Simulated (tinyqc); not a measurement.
Comparisons within one model: cylindrical quantum wire. A value that a table varies takes the place of the one given here.

A cylinder of radius R, isotropic masses, c = hbar^2/2m0, k = sqrt(mw E/c), kappa = sqrt(mb (V0 - E)/c). State (n, m) is J_m(k r) inside and K_m(kappa r) outside; psi and psi'/m are continuous: (k/mw) J_m'(kR)/J_m(kR) = (kappa/mb) K_m'(kappa R)/K_m(kappa R).

With hard walls E = c (x/R)^2/mw, x a zero of J_m: (1,0) 2.404826; (2,0) 5.520078; (1,1) 3.831706; (2,1) 7.015587; (1,2) 5.135622; (2,2) 8.417244; (1,3) 6.380162; (2,3) 9.761023.

Constants: hbar^2/2m0 = 3.80998211 eV angstrom^2.

Parameters, chosen for this exercise (near those of a non-polar GaN wire in AlN; the results hold for these values, not for the real material): V0 = 1.867 eV (barrier height); mw = 0.204 m0 (mass inside); mb = 0.312 m0 (mass outside); Rs = (10, 13, 15, 20, 26, 33, 45) angstrom (radii); R = 15 angstrom (radius).

## Radius

The two lowest states against R; a dash marks an unbound state.

Levels (eV):

| R (angstrom) | (1,0) | (1,1) | (1,0), hard walls | flat well of width 2R |
|---|---|---|---|---|
| 10 | 0.5392 | 1.3342 | 1.0801 | 0.2381 |
| 13 | 0.3694 | 0.9298 | 0.6391 | 0.1611 |
| 15 | 0.2969 | 0.7500 | 0.4800 | 0.1289 |
| 20 | 0.1870 | 0.4739 | 0.2700 | 0.0806 |
| 26 | 0.1199 | 0.3043 | 0.1598 | 0.0515 |
| 33 | 0.0789 | 0.2004 | 0.0992 | 0.0338 |
| 45 | 0.0450 | 0.1143 | 0.0533 | 0.0193 |

The lowest state is bound at every radius listed. (1,1) is bound at every radius listed. At the largest radius the level is 0.84 of the hard-wall value and 2.34 times that of the flat well (the hard-wall ratio is 2.34); the exponent d ln E/d ln R between the last two radii is -1.81. Levels above about 0.3 eV lie beyond the range of a parabolic mass.

## Shape and dimension

Lowest level with hard walls: film c (pi/2R)^2/mw, cylinder c (2.404826/R)^2/mw, sphere c (pi/R)^2/mw, square or cube of side a: 2 or 3 times c (pi/a)^2/mw; c = hbar^2/2m0. Finite barriers V0 with outer mass mb and psi, psi'/m continuous for film, cylinder and sphere (not separable for the square and the cube: dash).

Lowest level (eV):

| shape | hard walls | finite barrier |
|---|---|---|
| film, width 2R | 0.2048 | 0.1289 |
| cylinder, radius R | 0.4800 | 0.2969 |
| square wire of equal area | 0.5215 | - |
| sphere, radius R | 0.8192 | 0.4971 |
| cube of equal volume | 0.9458 | - |

With hard walls the levels of film, cylinder and sphere stand as 1 : 2.34 : 4.00; with the finite barrier as 1 : 2.30 : 3.86. The square lies 8.6 % above the circle of equal area and the cube 15.5 % above the sphere of equal volume: round shapes give the lowest level for a given size.

## What each parameter does

The lowest level (1,0) and its distance to V0. Each row changes one parameter from the base and keeps the others.

Results:

| case | E (eV) | V0 - E (eV) | k R |
|---|---|---|---|
| base | 0.2969 | 1.5701 | 1.8911 |
| R = 13 angstrom | 0.3694 | 1.4976 | 1.8284 |
| V0 = 1.587 eV | 0.2860 | 1.3010 | 1.8562 |
| mw = 0.1836 m0 | 0.3143 | 1.5527 | 1.8461 |
| mb = 0.2496 m0 | 0.3111 | 1.5559 | 1.9361 |

The largest shifts from the base row, up to three for each result and ties (the steps differ in size, so this ranks the rows, not the parameters). E (eV): R +0.0726, mw +0.0175, mb +0.0143. V0 - E (eV): V0 -0.2691, R -0.0726, mw -0.0175. k R: R -0.0627, mw -0.0450, mb +0.0450.

Computed by tinyqc, a small Python program: `OMP_NUM_THREADS=1 python tinyqc.py 1282254 1282255 out.jsonl` (the numbers bound the seed that draws the inputs); one thread of a shared host (Intel(R) Xeon(R) Processor @ 2.30GHz), about 0.05 s for the whole set of steps.
